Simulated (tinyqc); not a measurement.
Worked calculation: plane-wave Kohn-Sham cycle with exchange-only LDA in a layered model solid. Computed by tinyqc, a small Python program that keeps every step. Settings: points = 16, plane-wave index or count = 3, electrons = 2, k points = 2, area = 17.0, mixing = 0.1, iteration cap = 52, Pulay depth = 3. Command: `OMP_NUM_THREADS=1 python tinyqc.py 23213 23214 out.jsonl` (the two numbers bound the seeds that draw the settings). One thread of a shared host (Intel(R) Xeon(R) Processor @ 2.60GHz), about 0.01 s of CPU time with the checks. Later iterations appear only in the table of the cycle.

## Iteration 1: potential

A solid whose potential varies along x alone (atomic units):
```
parameter                      value
period a                   11.300000
cross-section of the cell  17.000000
electrons per cell                 2
grid points                       16
plane waves -n..n, n               3
k points                           2
V1 in V1 cos(2 pi x/a)     -0.520000
```

density at the start, on the grid x_j = j a/N (e/bohr^3): [0.010411, 0.010411, 0.010411, 0.010411, 0.010411, 0.010411, 0.010411, 0.010411, 0.010411, 0.010411, 0.010411, 0.010411, 0.010411, 0.010411, 0.010411, 0.010411]

V_H(G) = 4 pi rho(G)/G^2 for G != 0 (uniform background); v_x = -(3 rho/pi)^(1/3); V = V_ext + V_H + v_x; Fourier components f(G_m) = (1/N) sum_j f(x_j) exp(-i G_m x_j).

Potentials on the grid (hartree):
```
x          V_ext     V_H      v_x        V
0.0000   -0.5200  0.0000  -0.2150  -0.7350
0.7063   -0.4804  0.0000  -0.2150  -0.6954
1.4125   -0.3677  0.0000  -0.2150  -0.5827
2.1187   -0.1990  0.0000  -0.2150  -0.4140
2.8250         0  0.0000  -0.2150  -0.2150
3.5312    0.1990  0.0000  -0.2150  -0.0160
4.2375    0.3677  0.0000  -0.2150   0.1527
4.9437    0.4804  0.0000  -0.2150   0.2654
5.6500    0.5200  0.0000  -0.2150   0.3050
6.3563    0.4804  0.0000  -0.2150   0.2654
7.0625    0.3677  0.0000  -0.2150   0.1527
7.7687    0.1990  0.0000  -0.2150  -0.0160
8.4750         0  0.0000  -0.2150  -0.2150
9.1813   -0.1990  0.0000  -0.2150  -0.4140
9.8875   -0.3677  0.0000  -0.2150  -0.5827
10.5938  -0.4804  0.0000  -0.2150  -0.6954
```

V(G_m), m = 0, 1, 2, ... (hartree): [-0.2150, -0.2600, 0.0000, 0.0000, 0.0000, 0.0000, 0.0000]

## Iteration 1: Hamiltonian at one k

k = 0.2500 2 pi / a

H(m,m') = (k + G_m)^2/2 delta + V(G_m - G_m'), with V(-G) = V(G).

H (hartree), order -3, -2, -1, +0, +1, +2, +3:
$$\begin{pmatrix}
0.9540 & -0.2600 & 0.0000 & 0.0000 & 0.0000 & 0.0000 & 0.0000 \\
-0.2600 & 0.2584 & -0.2600 & 0.0000 & 0.0000 & 0.0000 & 0.0000 \\
0.0000 & -0.2600 & -0.1281 & -0.2600 & 0.0000 & 0.0000 & 0.0000 \\
0.0000 & 0.0000 & -0.2600 & -0.2054 & -0.2600 & 0.0000 & 0.0000 \\
0.0000 & 0.0000 & 0.0000 & -0.2600 & 0.0265 & -0.2600 & 0.0000 \\
0.0000 & 0.0000 & 0.0000 & 0.0000 & -0.2600 & 0.5676 & -0.2600 \\
0.0000 & 0.0000 & 0.0000 & 0.0000 & 0.0000 & -0.2600 & 1.4178
\end{pmatrix}$$

## Iteration 1: levels at that k

Diagonalise the Hermitian matrix.

eigenvalues (hartree): [-0.5447, -0.1874, 0.1131, 0.3497, 0.6188, 1.0469, 1.4946]

## Iteration 1: new density

Motion across x is left out: the lowest 1 band(s) hold two electrons at each of the k points (j + 1/2)/nk - 1/2. Residual R = rho(out) - rho(in); rho(new) = rho(in) + 0.1 R. rho(out) = 2/(a A nk) sum |psi|^2 with psi = sum c exp(i G x). Harris energy E = band energy - dV sum rho (V_H/2 + v_x) + (3/4) dV sum rho v_x with rho(in), dV = a A/N, band energy = (2/nk) sum of the filled levels.

rho(out) (e/bohr^3): [0.040111, 0.033374, 0.019232, 0.007735, 0.002250, 0.000519, 0.000106, 0.000018, 0.000004, 0.000018, 0.000106, 0.000519, 0.002250, 0.007735, 0.019232, 0.033374]

density after iteration 1 (e/bohr^3): [0.013381, 0.012707, 0.011293, 0.010144, 0.009595, 0.009422, 0.009381, 0.009372, 0.009370, 0.009372, 0.009381, 0.009422, 0.009595, 0.010144, 0.011293, 0.012707]

energy per cell = -0.981939 hartree

## Iteration 2: potential

As before.

Potentials on the grid (hartree):
```
x          V_ext      V_H      v_x        V
0.0000   -0.5200   0.0789  -0.2338  -0.6749
0.7063   -0.4804   0.0700  -0.2298  -0.6402
1.4125   -0.3677   0.0470  -0.2209  -0.5416
2.1187   -0.1990   0.0184  -0.2132  -0.3937
2.8250         0  -0.0089  -0.2093  -0.2181
3.5312    0.1990  -0.0312  -0.2080  -0.0402
4.2375    0.3677  -0.0474  -0.2077   0.1126
4.9437    0.4804  -0.0572  -0.2076   0.2156
5.6500    0.5200  -0.0605  -0.2076   0.2519
6.3563    0.4804  -0.0572  -0.2076   0.2156
7.0625    0.3677  -0.0474  -0.2077   0.1126
7.7687    0.1990  -0.0312  -0.2080  -0.0402
8.4750         0  -0.0089  -0.2093  -0.2181
9.1813   -0.1990   0.0184  -0.2132  -0.3937
9.8875   -0.3677   0.0470  -0.2209  -0.5416
10.5938  -0.4804   0.0700  -0.2298  -0.6402
```

V(G_m), m = 0, 1, 2, ... (hartree): [-0.2146, -0.2315, 0.0017, -0.0002, -0.0001, 0.0000, 0.0000]

## Iteration 2: Hamiltonian at one k

k = 0.2500 2 pi / a

As before.

H (hartree), order -3, -2, -1, +0, +1, +2, +3:
$$\begin{pmatrix}
0.9544 & -0.2315 & 0.0017 & -0.0002 & -0.0001 & 0.0000 & 0.0000 \\
-0.2315 & 0.2588 & -0.2315 & 0.0017 & -0.0002 & -0.0001 & 0.0000 \\
0.0017 & -0.2315 & -0.1277 & -0.2315 & 0.0017 & -0.0002 & -0.0001 \\
-0.0002 & 0.0017 & -0.2315 & -0.2050 & -0.2315 & 0.0017 & -0.0002 \\
-0.0001 & -0.0002 & 0.0017 & -0.2315 & 0.0269 & -0.2315 & 0.0017 \\
0.0000 & -0.0001 & -0.0002 & 0.0017 & -0.2315 & 0.5680 & -0.2315 \\
0.0000 & 0.0000 & -0.0001 & -0.0002 & 0.0017 & -0.2315 & 1.4182
\end{pmatrix}$$

## Iteration 2: levels at that k

As before.

eigenvalues (hartree): [-0.4974, -0.1656, 0.1090, 0.3314, 0.6077, 1.0289, 1.4797]

## Iteration 2: new density

B (overlaps of the stored error matrices):
$$\begin{pmatrix}
2.9722565e-03 & 2.5910183e-03 \\
2.5910183e-03 & 2.2604360e-03
\end{pmatrix}$$

Motion across x is left out: the lowest 1 band(s) hold two electrons at each of the k points (j + 1/2)/nk - 1/2. Residual R = rho(out) - rho(in); rho(new) = rho(in) + 0.1 R; Pulay mixing then takes sum c_i of the stored mixed densities, with c from B_ij = sum R_i R_j as in DIIS. rho(out) = 2/(a A nk) sum |psi|^2 with psi = sum c exp(i G x). Harris energy E = band energy - dV sum rho (V_H/2 + v_x) + (3/4) dV sum rho v_x with rho(in), dV = a A/N, band energy = (2/nk) sum of the filled levels.

rho(out) (e/bohr^3): [0.038762, 0.032620, 0.019473, 0.008329, 0.002640, 0.000668, 0.000147, 0.000028, 0.000008, 0.000028, 0.000147, 0.000668, 0.002640, 0.008329, 0.019473, 0.032620]

DIIS coefficients: [-6.5260, 7.5260]

density after iteration 2 (e/bohr^3): [0.032483, 0.027694, 0.017450, 0.008778, 0.004360, 0.002833, 0.002431, 0.002340, 0.002324, 0.002340, 0.002431, 0.002833, 0.004360, 0.008778, 0.017450, 0.027694]

energy per cell = -0.892858 hartree

## Convergence

Stop when sqrt(dV sum R^2) is below 1e-8, dV = a A/N.

Course of the cycle:
```
iteration  E (hartree)  norm of the residual
1            -0.981939              1.89e-01
2            -0.892858              1.65e-01
3            -0.629759              7.13e-02
4            -0.665789              7.07e-02
5            -0.621702              2.90e-02
6            -0.775296              2.16e-01
7            -0.624992              2.65e-02
8            -0.620904              1.30e-02
9            -0.620022              5.35e-03
10           -0.619874              1.33e-03
11           -0.619871              8.75e-04
...                ...                   ...
22           -0.619874              5.36e-06
23           -0.619874              1.27e-06
24           -0.619874              1.07e-06
25           -0.619874              3.44e-07
26           -0.619874              2.97e-07
27           -0.619874              1.94e-07
28           -0.619874              1.43e-07
29           -0.619874              1.28e-07
30           -0.619874              3.75e-08
31           -0.619874              3.38e-08
32           -0.619874              7.30e-09
```

Converged in 32 iterations. Before convergence this energy mixes input and output and is not variational, so it may rise towards its limit.
